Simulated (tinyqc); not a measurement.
Worked calculation: donor near an oxide interface in a gate field (two-state model). Values are carried at full precision from step to step, so a last printed digit may differ when a step is redone from the rounded ones.

Interface at z = 0 (hard wall), donor at z = d, field F pulling electrons to the interface: potential e F z; 1 kV/cm = 1e-5 eV/angstrom, c = hbar^2/2m0, q = e^2/(4 pi eps0), Q = (eps - eo)/(eps + eo). Donor state: E_D = e F d - ED - q Q/(4 eps d), the last term joining the images of ion and electron. Interface state: z exp(-b z/2) exp(-rho^2/(2 L^2)) with E_z = c b^2/(4 mz) + 3 e F/b + q Q b/(8 eps), minimised over b; in the plane at z = 3/b the ion (distance D = d - 3/b) and its image (D' = d + 3/b) give E_rho = c/(mt L^2) - (q/eps)(sqrt(pi)/L)[erfcx(D/L) + Q erfcx(D'/L)], erfcx(x) = exp(x^2) erfc(x), minimised over L. E_I = E_z + E_rho.

Constants: hbar^2/2m0 = 3.80998211 eV angstrom^2; e^2/(4 pi eps0) = 14.39964547 eV angstrom.

Inputs chosen for the exercise (near those of a donor in Si below HfO2, static dielectric constants; shifted at random, so the results belong to these values and not to a real crystal): d = 80 angstrom (depth of the donor); ED = 31.6 meV (bulk binding energy); mz = 0.918 m0 (mass across the interface); mt = 0.189 m0 (mass in the plane); eps = 11.4 (dielectric constant of the semiconductor); eo = 22 (dielectric constant of the oxide); F = 52.9 kV/cm (field in the semiconductor); aD = 14 angstrom (donor radius); v = 0.39 (valley factor).

## The interface state across the interface

Solve c b/(2 mz) - 3 e F/b^2 + q Q/(8 eps) = 0; give Q, b, the three terms of E_z and <z> = 3/b.

Q = -0.3174
b = 0.10025 1/angstrom

kinetic, field and image terms (meV): 10.43  15.83  -5.02

<z> = 29.9 angstrom

The image pulls the electron towards the oxide; without it <z> would be 32.8 angstrom. The sign rests on the static constant; with the high-frequency one of such an oxide, about 4, the image would repel.

## Binding in the plane

Give D, D', the best L, both terms and E_rho.

D, D' (angstrom): 50.1  109.9

L = 74.9 angstrom

kinetic and Coulomb terms (meV): 3.59  -12.99

E_rho = -9.40 meV

The bottom of the well lies at -21.6 meV, so the level is 56 % of the way up; L/D = 1.50. Above the critical field the ionised donor would thus still hold its electron as a dot at the interface.

## Where the electron sits

The two states couple by t = t0 exp(-D/aD) with t0 = q/(eps aD) (2 aD/L) sqrt(aD b/2) v, v a valley factor; this form is an estimate. With detuning u = E_D - E_I the splitting is sqrt(u^2 + 4 t^2) and the lower state has weight (1 - u/sqrt(u^2 + 4 t^2))/2 on the donor.

Give E_D, E_I, t, the splitting and the donor weight.

E_D, E_I (meV): 11.97  11.83

t = 0.308 meV
splitting = 0.63 meV
donor weight = 0.389

The electron is shared; the contact hyperfine coupling scales with the donor weight. With this t, the tunnelling time pi hbar/(2t) at a crossing would be 3.36 ps (hbar = 6.58212e-16 eV s); here the detuning is 0.454 t.

## Critical field

Find F at which E_D = E_I; compare the rule e F d = ED. The crossing width is 4t/(e D), with t and D formed anew at that field.

critical field = 52.6 kV/cm
ED/(e d) = 39.5 kV/cm
width = 2.5 kV/cm

The confinement energy E_z = 21.1 meV raises the field needed and the attraction E_rho = -9.4 meV lowers it; the result is 1.33 times the simple rule.

## Checks

- E_z without images against 1.5 x 6^(2/3)/2 (c (e F)^2/mz)^(1/3), meV: both 26.03.
- E_rho from the radial equation in the full Coulomb well against the Gaussian trial function, meV: -9.6 against -9.4.

(tinyqc, `OMP_NUM_THREADS=1 python tinyqc.py 1251940 1251941 out.jsonl`, Intel(R) Xeon(R) Processor @ 2.30GHz, 1 thread, shared host, about 0.08 s.)
